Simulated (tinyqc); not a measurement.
# Floating body of a partially depleted SOI transistor: body voltage and kink: what changes with what

Source at 0 V. Channel current Ic = 2 nf K Vt^2 [F(0) - F(Vd)](1 + la Vd), F(V) = ln^2(1 + exp((Vg - VT - nf V)/(2 nf Vt))), VT = VT0 - gb Vb. Saturation voltage Vs = 2 Vt sqrt(F(0)) + 3 Vt, excess Ve = (Vd - Vs + sqrt((Vd - Vs)^2 + 0.0004 V^2))/2, multiplication M1 = Ai Ve exp(-Bl/Ve). Each junction passes D(v) = J1 (exp(v/Vt) - 1) + J2 (exp(v/(2 Vt)) - 1). Bipolar current Ib = bb J1 (exp(Vb/Vt) - 1). The body settles where M1 (Ic + Ib) = D(Vb) + D(Vb - Vd) + Vb/Rb; drain current Id = (1 + M1)(Ic + Ib) - D(Vb - Vd).

Inputs (values chosen for the exercise); values of the order met in partially depleted silicon-on-insulator transistors:

| symbol | value | unit | meaning |
|---|---|---|---|
| T | 330 | K | temperature |
| VT0 | 0.43 | V | threshold at zero body voltage |
| gb | 0.17 |  | fall of the threshold per volt of body voltage |
| nf | 1.25 |  | slope factor |
| K | 170 | uA/(V^2 um) | gain factor per width |
| la | 0.09 | 1/V | channel-length modulation factor |
| Ai | 2.58 | 1/V | impact-ionisation prefactor |
| Bl | 6.6 | V | impact-ionisation voltage |
| J1 | 1.2e-12 | uA/um | diffusion saturation current of each junction |
| J2 | 5.4e-9 | uA/um | recombination saturation current of each junction |
| bb | 1 |  | gain of the lateral bipolar transistor on the diffusion current |
| Rb | 1e9 | kohm um | resistance of a weak body tie to the source (1e9 stands for no tie, and the term is then dropped) |
| Vg | 0.34 | V | gate voltage |
| Vd | 2 | V | drain voltage |

Constants: q = 1.602176634e-19 C, kB = 1.380649e-23 J/K, Vt = kB T/q. Results are converted to the units shown.

Each table varies one quantity; the others keep the values above.

## Output curve and kink

Rows with more than one solution for Vb (latch) are left out; dId/dVd by a forward difference over 1e-4 V, swing = 1e-4 V over the change of log10 Id; M1 under 1e-12 is printed as 0.

Output curve and kink:

| Vd (V) | Vb (V) | M1 | Id, floating (uA/um) | Id, grounded (uA/um) | ratio | dId/dVd, floating (uS/um) | dId/dVd, grounded (uS/um) |
|---|---|---|---|---|---|---|---|
| 0.68 | 0.2958 | 1.351e-5 | 0.07462 | 0.02250 | 3.316 | 0.4123 | 0.001917 |
| 0.84 | 0.4548 | 1.947e-4 | 0.1366 | 0.02282 | 5.989 | 0.3297 | 0.001988 |
| 1 | 0.5313 | 0.001199 | 0.1815 | 0.02315 | 7.841 | 0.2436 | 0.002238 |
| 1.16 | 0.5785 | 0.004442 | 0.2173 | 0.02355 | 9.228 | 0.2094 | 0.002785 |
| 1.32 | 0.6123 | 0.01194 | 0.2500 | 0.02406 | 10.39 | 0.2032 | 0.003695 |
| 1.48 | 0.6385 | 0.02593 | 0.2835 | 0.02475 | 11.46 | 0.2199 | 0.004974 |
| 1.64 | 0.6598 | 0.04851 | 0.3216 | 0.02567 | 12.53 | 0.2601 | 0.006588 |
| 1.8 | 0.6778 | 0.08141 | 0.3682 | 0.02687 | 13.70 | 0.3280 | 0.008484 |

Vb rises from 0.296 to 0.678 V and the ratio of the currents rises from 3.32 to 13.7. The output conductance with a floating body exceeds the grounded value by the largest factor among the rows, 215, at Vd = 0.68 V, where Vb = 0.296 V and M1 = 1.35e-5.

## Transfer curve and swing

Same model as above.

Result of one run:

| Vg (V) | Vb (V) | M1 | Id, floating (uA/um) | Id, grounded (uA/um) | ratio | swing, floating (mV/decade) | swing, grounded (mV/decade) |
|---|---|---|---|---|---|---|---|
| 0.18 | 0.5764 | 0.1550 | 0.006696 | 4.019e-4 | 16.66 | 73.65 | 83.08 |

What becomes of these results when the gate voltage Vg is changed from 0.18 to 0.48 V, all else the same?

Result of the changed run:

| Vg (V) | Vb (V) | M1 | Id, floating (uA/um) | Id, grounded (uA/um) | ratio | swing, floating (mV/decade) | swing, grounded (mV/decade) |
|---|---|---|---|---|---|---|---|
| 0.48 | 0.7487 | 0.1092 | 3.340 | 0.5626 | 5.936 | 229.1 | 136.5 |

The whole series:

| Vg (V) | Vb (V) | M1 | Id, floating (uA/um) | Id, grounded (uA/um) | ratio | swing, floating (mV/decade) | swing, grounded (mV/decade) |
|---|---|---|---|---|---|---|---|
| -0.02 | 0.2819 | 0.1572 | 5.756e-6 | 1.494e-6 | 3.853 | 60.38 | 82.22 |
| 0.08 | 0.4626 | 0.1569 | 2.381e-4 | 2.467e-5 | 9.652 | 64.85 | 82.17 |
| 0.18 | 0.5764 | 0.1550 | 0.006696 | 4.019e-4 | 16.66 | 73.65 | 83.08 |
| 0.28 | 0.6598 | 0.1479 | 0.1159 | 0.006135 | 18.89 | 91.80 | 86.71 |
| 0.38 | 0.7165 | 0.1313 | 0.9189 | 0.07534 | 12.20 | 140.8 | 99.77 |
| 0.48 | 0.7487 | 0.1092 | 3.340 | 0.5626 | 5.936 | 229.1 | 136.5 |
| 0.58 | 0.7664 | 0.08764 | 7.584 | 2.238 | 3.389 | 343.1 | 207.7 |
| 0.68 | 0.7763 | 0.06865 | 13.45 | 5.577 | 2.412 | 468.0 | 306.4 |
| 0.78 | 0.7815 | 0.05254 | 20.78 | 10.59 | 1.962 | 595.5 | 419.1 |

Vb rises from 0.282 to 0.781 V. The smallest swing among the rows is 60.4 mV a decade with a floating body (at Vg = -0.02 V) and 82.2 with a grounded one; Vt ln 10 = 65.5. The floating swing is smaller by more than 3 % for Vg = -0.02, 0.08, 0.18 V, where the rising Vb lowers the threshold as Vg rises. In the first row the floating body raises the current by a factor of 3.85.

Range of the model: The multiplication law is an empirical form chosen for the exercise; self-heating and capacitive coupling to the body are left out, and the linear laws are rough once Vb passes about 0.7 V or M1 about 0.1.

Numbers from tinyqc (`OMP_NUM_THREADS=1 python tinyqc.py 2182248 2182249 out.jsonl`; about 0.2 s on one thread of a shared Intel Xeon 2.30GHz).
